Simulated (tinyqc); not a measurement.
Raising U: Hubbard chain of 4 sites, mean field against exact. Computed by the program tinyqc. Collinear unrestricted mean field (the lowest of 40 random starts) against exact diagonalisation.

one-body matrix (hopping and site energies) (eV):
```
         1        2        3        4
1   0.2900  -1.0600   0.0000   0.0000
2  -1.0600  -0.0100  -1.0600   0.0000
3   0.0000  -1.0600   0.2100  -1.0600
4   0.0000   0.0000  -1.0600   0.0500
```

electrons, up and down: 2  1

Exact and mean-field results (eV):

| U | U/t | E exact | E mean field | mean \|n_up - n_down\| | double occupancy, exact | first gap in the sector |
|---|---|---|---|---|---|---|
| 0.5300 | 0.5000 | -3.460241 | -3.448108 | 0.2500 | 0.1131 | 1.0679 |
| 1.0600 | 1.0000 | -3.235001 | -3.187200 | 0.2500 | 0.0995 | 1.0259 |
| 2.1200 | 2.0000 | -2.866429 | -2.689851 | 0.2599 | 0.0752 | 0.9067 |
| 3.1800 | 3.0000 | -2.589809 | -2.252778 | 0.3609 | 0.0562 | 0.7838 |
| 4.2400 | 4.0000 | -2.382689 | -1.915725 | 0.4848 | 0.0423 | 0.6770 |
| 8.4800 | 8.0000 | -1.933645 | -1.361462 | 0.7284 | 0.0162 | 0.4137 |
| 12.7200 | 12.0000 | -1.739786 | -1.268564 | 0.7409 | 0.0080 | 0.2907 |
| 21.2000 | 20.0000 | -1.570079 | -1.195285 | 0.7468 | 0.0031 | 0.1802 |

Estimate the missing row, U = 6.36.

Computed row:
```
U          U/t    E exact  E mean field  mean |n_up - n_down|  double occupancy, exact  first gap in the sector
6.3600  6.0000  -2.104925     -1.510588                0.6130                   0.0251                   0.5183
```

In absolute terms mean field is worst at U/t = 6.0, 0.594 eV too high: at small U it is nearly exact, and at large U it still misses the motion of the hole through a fluctuating spin background. Relative to the exact energy its error is 0.4 % at the smallest U, 30 % at most and 24 % at the largest. The double occupancy falls from 0.113 to 0.003.
